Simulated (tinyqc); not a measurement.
Two-junction solar cell, detailed-balance limit: two steps of the calculation.

The top cell takes all photons above E1, the bottom cell those between E2 and E1. Each cell follows J = Jsc - J0 (exp(V/Vt) - 1) with J0 = q ge Phi(gap, T)/ERE; light emitted by one cell and absorbed by the other is left out. In series both carry one current; wired apart (four terminals) each works at its own maximum power point. Efficiencies are counted against Pin = fs X sigma Ts^4.

Values chosen for this exercise:

| symbol | value | unit | meaning |
|---|---|---|---|
| T | 298 | K | cell temperature |
| Ts | 4500 | K | temperature of the black-body sun |
| fs | 2.16e-5 |  | share of the hemisphere filled by the sun |
| X | 500 |  | concentration |
| ERE | 1 |  | external radiative efficiency |
| ge | 1 |  | number of faces that emit |
| E2 | 0.79 | eV | gap of the bottom cell |
| E1 | 1.2 | eV | gap of the top cell |

Constants: q = 1.602176634e-19 C, kB = 1.380649e-23 J/K, h = 6.62607015e-34 J s, c = 299792458 m/s, Vt = kB T/q. Results are converted to the units shown.

Question 1. Photocurrents and dark currents. Photon flux above E from a black body at temperature T into a hemisphere: Phi(E, T) = A sum_k exp(-k E/th)[E^2 th/k + 2 E th^2/k^2 + 2 th^3/k^3], k = 1, 2, ..., with th = kB T/q in eV and A = 2 pi q^3/(h^3 c^2). J1 = q fs X Phi(E1, Ts), J2 = q fs X [Phi(E2, Ts) - Phi(E1, Ts)], J01 and J02 as above; sigma = 2 pi^5 kB^4/(15 h^3 c^2).

Wanted: J1; J2; J01; J02; Pin.

Answer 1.

J1 = 8163 mA/cm^2
J2 = 5745 mA/cm^2
J01 = 3.103e-15 mA/cm^2
J02 = 1.181e-8 mA/cm^2
Pin = 2.511e4 mW/cm^2

The bottom cell limits the series current; the other has 42 % more.

Question 2. Maximum power, in series and apart. In series V(J) = Vt [ln((J1 - J)/J01 + 1) + ln((J2 - J)/J02 + 1)], and J V(J) is largest where V = J Vt [1/(J1 - J + J01) + 1/(J2 - J + J02)]. Apart, each cell has (1 + v) exp(v) = 1 + Jsc/J0 at its maximum power point, v = Vmp/Vt.

J1 = 8163.1025 mA/cm^2
J2 = 5745.2010 mA/cm^2
J01 = 3.1026790e-15 mA/cm^2
J02 = 1.1808230e-8 mA/cm^2
Pin = 25112.245 mW/cm^2

Give: series Jmp; series Vmp; series efficiency; top cell alone; bottom cell behind it.

Answer 2.

series Jmp = 5654 mA/cm^2
series Vmp = 1.644 V
series efficiency = 37.00 %
top cell alone = 31.52 %
bottom cell behind it = 13.36 %

Wired apart the cells give 44.88 %; the series connection loses 7.9 points of that.

tinyqc, about 0.01 s, one thread, Intel Xeon 2.30GHz (shared host): `OMP_NUM_THREADS=1 python tinyqc.py 2820112 2820113 out.jsonl`
